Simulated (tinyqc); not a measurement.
Worked calculation: empirical pseudopotential in a few plane waves. One step of it, computed by the program tinyqc.

Task: Levels at k. Diagonalise the Hermitian matrix.

H(k) at k (eV):
```
                     +0+0+0               -1-1-1               -1-1+1               -1+1-1
+0+0+0             1.202911   2.231997+0.875482i  -2.231997+0.875482i  -2.231997+0.875482i
-1-1-1   2.231997-0.875482i            10.136185   0.000000-0.544228i   0.000000-0.544228i
-1-1+1  -2.231997-0.875482i   0.000000+0.544228i            11.984448             0.299325
-1+1-1  -2.231997-0.875482i   0.000000+0.544228i             0.299325             6.131614
-1+1+1  -2.231997+0.875482i            -0.299325   0.000000+0.544228i   0.000000+0.544228i
+1-1-1  -2.231997-0.875482i   0.000000+0.544228i             0.299325             0.299325
+1-1+1  -2.231997+0.875482i            -0.299325   0.000000+0.544228i             0.000000
+1+1-1  -2.231997+0.875482i            -0.299325             0.000000   0.000000+0.544228i
+1+1+1   2.231997+0.875482i             0.000000            -0.299325            -0.299325
-2+0+0   0.000000-0.544228i  -2.231997+0.875482i  -2.231997-0.875482i  -2.231997-0.875482i
+0-2+0   0.000000-0.544228i  -2.231997+0.875482i  -2.231997-0.875482i   0.615723-0.240517i
+0+0-2   0.000000-0.544228i  -2.231997+0.875482i   0.615723-0.240517i  -2.231997-0.875482i
+0+0+2   0.000000+0.544228i  -0.615723-0.240517i   2.231997+0.875482i  -0.615723+0.240517i
+0+2+0   0.000000+0.544228i  -0.615723-0.240517i  -0.615723+0.240517i   2.231997+0.875482i
+2+0+0   0.000000+0.544228i  -0.615723-0.240517i  -0.615723+0.240517i  -0.615723+0.240517i

                     -1+1+1               +1-1-1               +1-1+1               +1+1-1
+0+0+0  -2.231997-0.875482i  -2.231997+0.875482i  -2.231997-0.875482i  -2.231997-0.875482i
-1-1-1            -0.299325   0.000000-0.544228i            -0.299325            -0.299325
-1-1+1   0.000000-0.544228i             0.299325   0.000000-0.544228i             0.000000
-1+1-1   0.000000-0.544228i             0.299325             0.000000   0.000000-0.544228i
-1+1+1             7.979877             0.000000             0.299325             0.299325
+1-1-1             0.000000            17.529238   0.000000-0.544228i   0.000000-0.544228i
+1-1+1             0.299325   0.000000+0.544228i            19.377502             0.299325
+1+1-1             0.299325   0.000000+0.544228i             0.299325            13.524667
+1+1+1   0.000000+0.544228i            -0.299325   0.000000+0.544228i   0.000000+0.544228i
-2+0+0   2.231997-0.875482i   0.615723-0.240517i  -0.615723-0.240517i  -0.615723-0.240517i
+0-2+0  -0.615723-0.240517i  -2.231997-0.875482i   2.231997-0.875482i  -0.615723-0.240517i
+0+0-2  -0.615723-0.240517i  -2.231997-0.875482i  -0.615723-0.240517i   2.231997-0.875482i
+0+0+2  -2.231997+0.875482i  -0.615723+0.240517i  -2.231997+0.875482i   0.615723+0.240517i
+0+2+0  -2.231997+0.875482i  -0.615723+0.240517i   0.615723+0.240517i  -2.231997+0.875482i
+2+0+0   0.615723+0.240517i   2.231997+0.875482i  -2.231997+0.875482i  -2.231997+0.875482i

                     +1+1+1               -2+0+0               +0-2+0               +0+0-2
+0+0+0   2.231997-0.875482i   0.000000+0.544228i   0.000000+0.544228i   0.000000+0.544228i
-1-1-1             0.000000  -2.231997-0.875482i  -2.231997-0.875482i  -2.231997-0.875482i
-1-1+1            -0.299325  -2.231997+0.875482i  -2.231997+0.875482i   0.615723+0.240517i
-1+1-1            -0.299325  -2.231997+0.875482i   0.615723+0.240517i  -2.231997+0.875482i
-1+1+1   0.000000-0.544228i   2.231997+0.875482i  -0.615723+0.240517i  -0.615723+0.240517i
+1-1-1            -0.299325   0.615723+0.240517i  -2.231997+0.875482i  -2.231997+0.875482i
+1-1+1   0.000000-0.544228i  -0.615723+0.240517i   2.231997+0.875482i  -0.615723+0.240517i
+1+1-1   0.000000-0.544228i  -0.615723+0.240517i  -0.615723+0.240517i   2.231997+0.875482i
+1+1+1            15.372931  -0.615723-0.240517i  -0.615723-0.240517i  -0.615723-0.240517i
-2+0+0  -0.615723+0.240517i             9.212053             0.299325             0.299325
+0-2+0  -0.615723+0.240517i             0.299325            20.609677             0.299325
+0+0-2  -0.615723+0.240517i             0.299325             0.299325            14.756843
+0+0+2  -2.231997-0.875482i            -0.299325            -0.299325             0.000000
+0+2+0  -2.231997-0.875482i            -0.299325             0.000000            -0.299325
+2+0+0  -2.231997-0.875482i             0.000000            -0.299325            -0.299325

                     +0+0+2               +0+2+0               +2+0+0
+0+0+0   0.000000-0.544228i   0.000000-0.544228i   0.000000-0.544228i
-1-1-1  -0.615723+0.240517i  -0.615723+0.240517i  -0.615723+0.240517i
-1-1+1   2.231997-0.875482i  -0.615723-0.240517i  -0.615723-0.240517i
-1+1-1  -0.615723-0.240517i   2.231997-0.875482i  -0.615723-0.240517i
-1+1+1  -2.231997-0.875482i  -2.231997-0.875482i   0.615723-0.240517i
+1-1-1  -0.615723-0.240517i  -0.615723-0.240517i   2.231997-0.875482i
+1-1+1  -2.231997-0.875482i   0.615723-0.240517i  -2.231997-0.875482i
+1+1-1   0.615723-0.240517i  -2.231997-0.875482i  -2.231997-0.875482i
+1+1+1  -2.231997+0.875482i  -2.231997+0.875482i  -2.231997+0.875482i
-2+0+0            -0.299325            -0.299325             0.000000
+0-2+0            -0.299325             0.000000            -0.299325
+0+0-2             0.000000            -0.299325            -0.299325
+0+0+2            18.453370             0.299325             0.299325
+0+2+0             0.299325            12.600536             0.299325
+2+0+0             0.299325             0.299325            23.998160
```

Give: eigenvalues.

Result:

eigenvalues (eV): -3.2079  3.9736  6.0182  6.4148  10.6646  11.7463  12.7895  13.0415  14.9376  16.2808  17.7417  19.9123  21.9889  23.3910  27.1772
